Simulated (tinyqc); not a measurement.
Worked calculation: Pariser-Parr-Pople SCF with singles CI, for the molecule O=C1C=CC(=O)C=C1 (SMILES; centres numbered as the heavy atoms are written). One step of it, computed by the program tinyqc.

Task: Iteration 2: orbitals and new P. Diagonalise F (the basis is taken as orthonormal) and form P = 2 sum c c over the lowest orbitals.

F (eV), order 1O, 2C, 3C, 4C, 5C, 6O, 7C, 8C:
```
[[-9.434373, -4.728403, -0.049359, 0.410977, 0.183743, -0.335563, 0.410977, -0.049359],
 [-4.728403, -5.836620, -3.402590, -0.250041, 0.039574, 0.183743, -0.250041, -3.402590],
 [-0.049359, -3.402590, -6.401812, -4.685038, -0.250041, 0.410977, 0.248599, 0.114226],
 [0.410977, -0.250041, -4.685038, -6.401812, -3.402590, -0.049359, 0.114226, 0.248599],
 [0.183743, 0.039574, -0.250041, -3.402590, -5.836620, -4.728403, -3.402590, -0.250041],
 [-0.335563, 0.183743, 0.410977, -0.049359, -4.728403, -9.434373, -0.049359, 0.410977],
 [0.410977, -0.250041, 0.248599, 0.114226, -3.402590, -0.049359, -6.401812, -4.685038],
 [-0.049359, -3.402590, 0.114226, 0.248599, -0.250041, 0.410977, -4.685038, -6.401812]]
```

pi electrons, sum of z_r less the charge = 8

Give: orbital energies; P after iteration 2.

Result:

orbital energies (eV): [-15.0073, -13.5721, -11.4497, -10.6608, -4.7978, -1.5824, -0.6229, 1.5438]

P after iteration 2, order 1O, 2C, 3C, 4C, 5C, 6O, 7C, 8C:
```
[[1.3531, 0.7922, 0.0155, -0.2714, -0.1198, 0.2926, -0.2714, 0.0155],
 [0.7922, 0.7540, 0.3662, 0.1194, -0.0302, -0.1198, 0.1194, 0.3662],
 [0.0155, 0.3662, 0.9464, 0.8688, 0.1194, -0.2714, -0.1312, -0.0536],
 [-0.2714, 0.1194, 0.8688, 0.9464, 0.3662, 0.0155, -0.0536, -0.1312],
 [-0.1198, -0.0302, 0.1194, 0.3662, 0.7540, 0.7922, 0.3662, 0.1194],
 [0.2926, -0.1198, -0.2714, 0.0155, 0.7922, 1.3531, 0.0155, -0.2714],
 [-0.2714, 0.1194, -0.1312, -0.0536, 0.3662, 0.0155, 0.9464, 0.8688],
 [0.0155, 0.3662, -0.0536, -0.1312, 0.1194, -0.2714, 0.8688, 0.9464]]
```
